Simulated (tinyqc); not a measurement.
Frequency dispersion of an accumulation capacitance by border traps, distributed model: one step of the calculation.

Traps spread evenly through the insulator exchange electrons with the semiconductor by tunnelling, with tau(x) = t0 exp(2 ka x) at depth x from the interface. The admittance per area Y seen at depth x obeys dY/dx = -Y^2/(i w eps0 eox) + q Nb ln(1 + i w tau)/tau, with Y(0) = i w Cs and w = 2 pi f; the gate sees Y(tox) = G + i w C. Working variable y = Y/(i w), in uF/cm^2. Cox = eps0 eox/tox.

Question. Capacitance and conductance at the gate. Beyond xe the traps are ignored, so 1/y(tox) = 1/y(xe) + (tox - xe)/(eps0 eox); C = Re y, G/w = -Im y, loss tangent G/(w C).

Values chosen for this exercise; permittivity close to that of aluminium oxide: relative permittivity of the insulator eox = 8.53; insulator thickness tox = 7.5 nm; depth down to which the steps are taken xe = 1.5 nm.

Constants: eps0 = 8.8541878128e-14 F/cm where lengths are in cm. Results are converted to the units shown.

y at xe = 2.5665097-0.1618556i uF/cm^2

Wanted: y at the gate; C; G/w; loss tangent.

Answer.

y at the gate = 0.84529-0.01750i uF/cm^2
C = 0.84529 uF/cm^2
G/w = 0.017495 uF/cm^2
loss tangent = 0.020697

Computed by the program tinyqc: `OMP_NUM_THREADS=1 python tinyqc.py 2202148 2202149 out.jsonl`, one thread of a shared Intel Xeon 2.30GHz, about 0.5 s for the whole run.
